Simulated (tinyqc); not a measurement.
Inside a calculation. Method: tight binding, dimerised chain. One step of it, computed by the program tinyqc.

Task: Open chain of 3 cells. The same hoppings without the wrap-around bond.

H of the open chain (eV):
```
[[0.000000, -2.240000, 0.000000, 0.000000, 0.000000, 0.000000],
 [-2.240000, 0.000000, -0.770000, 0.000000, 0.000000, 0.000000],
 [0.000000, -0.770000, 0.000000, -2.240000, 0.000000, 0.000000],
 [0.000000, 0.000000, -2.240000, 0.000000, -0.770000, 0.000000],
 [0.000000, 0.000000, 0.000000, -0.770000, 0.000000, -2.240000],
 [0.000000, 0.000000, 0.000000, 0.000000, -2.240000, 0.000000]]
```

Give: levels; weights of the highest filled level on the sites.

Result:

levels (eV): [-2.8146, -2.3062, -1.7316, 1.7316, 2.3062, 2.8146]

weights of the highest filled level on the sites: [0.1685, 0.1007, 0.2309, 0.2309, 0.1007, 0.1685]

The bulk gap runs from -1.4700 to 1.4700 eV; no level of this chain lies inside it.
